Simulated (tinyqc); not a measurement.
From one set of inputs to another, one input at a time: wafer bonding and layer transfer: bond energy, gap closing, particles, bonding of dissimilar wafers and hydrogen blisters. Computed by tinyqc, a small Python program. Command: `OMP_NUM_THREADS=1 python tinyqc.py 3017582 3017583 out.jsonl bond ladder`. One thread of a shared host (Intel(R) Xeon(R) Processor @ 2.30GHz), about 0.01 s of CPU time with the checks.

gamma is the energy per area of each of the two surfaces; plates are isotropic.

The inputs printed are set A. Inputs not listed in the table keep their values of set A, so the rows need not describe a real material.

Inputs (values chosen for the exercise, for model wafers):

| quantity | value | unit |
|---|---|---|
| Young's modulus E1 | 143 | GPa |
| Young's modulus E2 | 75 | GPa |
| Poisson ratio nu | 0.18 | - |
| thickness t1 | 525 | micrometre |
| thickness t2 | 500 | micrometre |
| blade thickness t_b | 150 | micrometre |
| crack length L | 10.9 | mm |
| expansion mismatch alpha_2 - alpha_1 | 3.9 | 1e-6/K |
| heating dT | 450 | K |
| implant depth d | 0.27 | micrometre |
| hydrogen dose | 8.6 | 1e16/cm^2 |
| share of the dose released as H2 | 0.082 | - |
| surface energy of the weakened plane gamma_s | 1.4 | J/m^2 |
| anneal temperature T | 825 | K |

Pair: two different wafers.

Constants: k_B = 1.380649e-23 J/K.

Method:
- Two cantilevers opened by t_b: gamma = 3 t_b^2 E1 t1^3 E2 t2^3/(16 L^4 (E1 t1^3 + E2 t2^3)).
- M = E/(1 - nu), misfit e = (alpha_2 - alpha_1) dT. Curvature k = 6 M1 M2 t1 t2 (t1 + t2) e/[M1^2 t1^4 + M2^2 t2^4 + 2 M1 M2 t1 t2 (2 t1^2 + 3 t1 t2 + 2 t2^2)]; force per width F = k (M1 t1^3 + M2 t2^3)/(6 (t1 + t2)); at the interface s1 = F/t1 + M1 k t1/2, s2 = -F/t2 - M2 k t2/2; stored biaxial energy U = F^2 [1/(M1 t1) + 1/(M2 t2)] + k^2 (M1 t1^3 + M2 t2^3)/12; the pair can part when U > 2 gamma.
- A flat crack of radius r under a layer of thickness d, as a clamped plate: centre height w = 3 p r^4/(16 E' d^3), volume pi r^2 w/3, energy release G = 3 p^2 r^4/(32 E' d^3), E' = E1/(1 - nu^2). It grows when G = 2 gamma_s. The gas comes from the area pi r^2: p V = (dose x share/2) pi r^2 k_B T, and G = p w/2 = (3/2) N k_B T with N the H2 molecules per area. Share needed: G = 2 gamma_s. The pressure and height at growth are given for r = 10 d.

Each row keeps all changes above it:

| input moved | from | to | stored energy U (J/m^2) | largest dT for this gamma (K) | share of the dose needed |
|---|---|---|---|---|---|
| set A | - | - | 25.938 | 173.52 | 0.3811 |
| expansion mismatch alpha_2 - alpha_1 (1e-6/K) | 3.9 | -2.7 | 12.432 | 250.64 | 0.3811 |
| anneal temperature T (K) | 825 | 750 | 12.432 | 250.64 | 0.4192 |
| Young's modulus E1 (GPa) | 143 | 151 | 12.839 | 248.69 | 0.4192 |
| crack length L (mm) | 10.9 | 14.2 | 12.839 | 146.53 | 0.4192 |
| heating dT (K) | 450 | 375 | 8.916 | 146.53 | 0.4192 |
| hydrogen dose (1e16/cm^2) | 8.6 | 3.1 | 8.916 | 146.53 | 1.1630 |
| blade thickness t_b (micrometre) | 150 | 230 | 8.916 | 224.69 | 1.1630 |

Which inputs carry the difference?

Stored energy U goes from 25.9 to 8.92, a factor 0.344 in all. The largest single move comes from expansion mismatch alpha_2 - alpha_1 (a factor 0.479). Largest dT for this gamma goes from 174 to 225, a factor 1.29 in all. The largest single move comes from crack length L (a factor 0.589), but it runs against the net change; the largest move in the direction of the net change is blade thickness t_b (a factor 1.53). Share of the dose needed goes from 0.381 to 1.16, a factor 3.05 in all. The largest single move comes from hydrogen dose (a factor 2.77). The single moves hold for this order of the switches; the total does not depend on the order.

Caution (all rows): on a wafer of 100 mm the sag k R^2/2 would exceed half the thickness of the pair, beyond the small-deflection theory: the plate stiffens. Caution (rows hydrogen dose, blade thickness t_b): more than the whole dose would be needed: stress and bond weakening, left out here, must do the rest.

Extremes, crossings and ranges named in words are read from the listed rows.
